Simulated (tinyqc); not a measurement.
What each parameter does: shallow acceptor in the spherical four-band model.

Units Ry* = Ry/(g1 eps^2) and a* = a0 eps g1; mu = (6 g3 + 4 g2)/(5 g1) is the spherical heavy-light coupling and delta = (g3 - g2)/g1 the cubic term, which is left out.

The ground state 1S3/2 has an L = 0 part f(r) and an L = 2 part g(r). In units of Ry* and a*, with Gaussians f_i = exp(-a_i r^2), g_i = r^2 exp(-a_i r^2), A = a_i + a_j and I(n) = Gamma((n + 1)/2)/(2 A^((n + 1)/2)): S_ff = I(2), S_gg = I(6), H_ff = (6 a_i a_j/A) I(2) - 2 I(1), H_gg = (14 a_i a_j/A) I(6) - 2 I(5), H_fg = -mu [15 I(2) - 20 a_j I(4) + 4 a_j^2 I(6)]; each function is then normalised. The split-off band is left out.

Converged values use 22 exponents 2.2^i, i = -7 to 14, for f and for g.
Constants: Ry = 13.60569312 eV; a0 (Bohr radius) = 0.5291772105 angstrom.

Values chosen for the exercise (near those of a shallow acceptor in InP; shifted at random, so the results belong to these values and not to a real crystal):
```
symbol  value  unit  meaning
g1      5.07         Luttinger gamma1
g2      1.6          gamma2
g3      2.09         gamma3
eps     12.3         dielectric constant
```

Converged values.

Results for these values:
```
case     mu  Ry* (meV)  binding (meV)  <r> (angstrom)
base  0.747      17.74          37.70            25.5
```

What happens to each result for g3 = 1.92, all else kept?

Answer: mu falls from 0.747 to 0.707; Ry* does not change at the printed digits; binding falls from 37.70 to 33.54; <r> rises from 25.5 to 28.4.

The same for each parameter in turn:
```
case           mu  Ry* (meV)  binding (meV)  <r> (angstrom)
base        0.747      17.74          37.70            25.5
g1 = 5.48   0.691      16.41          29.81            31.8
g2 = 1.36   0.709      17.74          33.75            28.2
g3 = 1.92   0.707      17.74          33.54            28.4
eps = 11.3  0.747      21.02          44.67            23.4
```

g1 acts twice: it lowers Ry* and it lowers mu.

Program tinyqc; command `OMP_NUM_THREADS=1 python tinyqc.py 1250603 1250604 out.jsonl`; about 0.03 s on one thread of a shared Intel(R) Xeon(R) Processor @ 2.30GHz.
